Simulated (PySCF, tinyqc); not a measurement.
RHF in the sto-6g basis, for H6, spin multiplicity 1, step by step (part 2 of 2). The lowest restricted solution is unstable here: a spin-polarised one lies 0.0814 hartree lower (PySCF). Computed by tinyqc, a small Python program that keeps every step (integrals from PySCF). Command: `OMP_NUM_THREADS=1 python tinyqc.py 23695 23696 out.jsonl` (the two numbers bound the seeds that draw the settings). One thread of a shared host (Intel(R) Xeon(R) Processor @ 2.60GHz), about 0.1 s of CPU time with the checks.

Geometry (angstrom):
```
atom        x        y        z
H     0.00000  0.00000  0.00000
H     0.00000  0.00000  1.25600
H     0.00000  0.00000  2.34900
H     0.00000  0.00000  3.60400
H     0.00000  0.00000  4.69700
H     0.00000  0.00000  5.95300
```

## Populations, bond orders and dipole

D after iteration 10:
```
          1H 1s     2H 1s     3H 1s     4H 1s     5H 1s     6H 1s
1H 1s   0.78757   0.64248  -0.16055  -0.41537   0.05073   0.32259
2H 1s   0.64248   0.68586   0.19861  -0.12568  -0.06721   0.05073
3H 1s  -0.16055   0.19861   0.72270   0.58306  -0.12568  -0.41537
4H 1s  -0.41537  -0.12568   0.58306   0.72270   0.19861  -0.16055
5H 1s   0.05073  -0.06721  -0.12568   0.19861   0.68586   0.64248
6H 1s   0.32259   0.05073  -0.41537  -0.16055   0.64248   0.78757
```

overlap S:
```
         1H 1s    2H 1s    3H 1s    4H 1s    5H 1s    6H 1s
1H 1s  1.00000  0.35996  0.06755  0.00706  0.00076  0.00004
2H 1s  0.35996  1.00000  0.44380  0.06767  0.00962  0.00076
3H 1s  0.06755  0.44380  1.00000  0.36044  0.06767  0.00706
4H 1s  0.00706  0.06767  0.36044  1.00000  0.44380  0.06755
5H 1s  0.00076  0.00962  0.06767  0.44380  1.00000  0.35996
6H 1s  0.00004  0.00076  0.00706  0.06755  0.35996  1.00000
```

Mulliken: Z minus the diagonal of D S on the atom; Loewdin: the same with S^(1/2) D S^(1/2); Mayer order: 2 sum_s sum (D(s) S)_ij (D(s) S)_ji over the two atoms.

Charges (e):
```
atom  Mulliken   Loewdin
1H    -0.00512  -0.01255
2H     0.00384   0.01090
3H     0.00128   0.00165
4H     0.00128   0.00165
5H     0.00384   0.01090
6H    -0.00512  -0.01255
```

Mayer bond orders:
```
pair     order
2-1    0.74614
3-1   -0.00122
3-2    0.24820
4-1    0.15803
4-2   -0.00101
4-3    0.59601
5-1   -0.00043
5-2    0.00709
5-3   -0.00101
5-4    0.24820
6-1    0.09746
6-2   -0.00043
6-3    0.15803
6-4   -0.00122
6-5    0.74614
```

dipole moment about the origin, x y z (debye): 0.00000  0.00000  0.00000
